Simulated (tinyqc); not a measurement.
p-type polysilicon, carrier trapping at grain boundaries: two steps of the calculation.

One-dimensional grains of size Lg, uniform ionised doping N, monovalent traps Qt at each boundary at a depth Et below (for electrons) or above (for holes) the band edge there, abrupt depletion of width W on each side of a boundary, Boltzmann statistics. xi is the distance from the band edge at the grain centre to the Fermi level. Trapped charge Qt/(1 + exp((xi + VB - Et)/Vt)) = 2 N W, barrier VB = q N W^2/(2 eps0 eps_r).

Values chosen for this exercise; values of the order met in polycrystalline silicon:
- T = 250 K (temperature)
- eps_r = 11.7 (relative permittivity)
- NB = 2.02e19 cm^-3 (valence-band density of states at T)
- Lg = 55 nm (grain size)
- Qt = 3e12 cm^-2 (trap density of a grain boundary)
- Et = 0.33 eV (depth of the trap level from the majority band edge at the boundary)
- ms = 0.56 m0 (mass for thermionic emission)
- fe = 0.5 (correction factor of the emission rate)
- mug = 240 cm^2/(V s) (mobility inside the grains)
- N = 3.4e18 cm^-3 (doping)

Constants: q = 1.602176634e-19 C, kB = 1.380649e-23 J/K, m0 = 9.1093837015e-31 kg, Vt = kB T/q, eps0 = 8.8541878128e-14 F/cm where lengths are in cm. Results are converted to the units shown.

Question 1. New W. Partly depleted grain, xi = Vt ln(NB/N): f = 1/(1 + exp((xi + VB - Et)/Vt)), g = Qt f - 2 N W, g' = -2 Qt f (1 - f) VB/(W Vt) - 2 N, W(new) = W - g/g'.

W at the start = 4.4 nm

Find: VB; f; g; g'; W after iteration 1.

Answer 1.

VB = 0.050901 V
f = 0.99999
g = 7.9579e9 cm^-2
g' = -6.8005e11 cm^-2/nm
W after iteration 1 = 4.4117 nm

Question 2. Resistivity and effective mobility. n0 = NB exp(-xi/Vt); mean density n0 (1 - 2 W/Lg) by charge balance in a partly depleted grain, and n0 (sqrt(pi)/2) erf(u)/u with u = sqrt(VB/Vt) in a fully depleted one; v = sqrt(kB T/(2 pi ms m0)); barrier resistivity Vt exp(VB/Vt)/(q fe n0 v Lg); grain resistivity (1 - 2 W/Lg)/(q n0 mug); effective mobility 1/(q mean density total resistivity).

W = 4.4117020 nm
xi = 0.038388220 V
VB = 0.051172549 V

Give: n0; mean density; v; barrier resistivity; grain resistivity; resistivity; effective mobility.

Answer 2.

n0 = 3.400e18 cm^-3
mean density = 2.855e18 cm^-3
v = 3.282e6 cm/s
barrier resistivity = 0.04713 ohm cm
grain resistivity = 6.422e-3 ohm cm
resistivity = 0.05355 ohm cm
effective mobility = 40.83 cm^2/(V s)

The resistivity is 7.00 times that of a single crystal with the same N and mobility mug, and the mean density is 84.0 % of N.

tinyqc, about 0.01 s, one thread, Intel Xeon 2.30GHz (shared host): `OMP_NUM_THREADS=1 python tinyqc.py 2830246 2830247 out.jsonl`
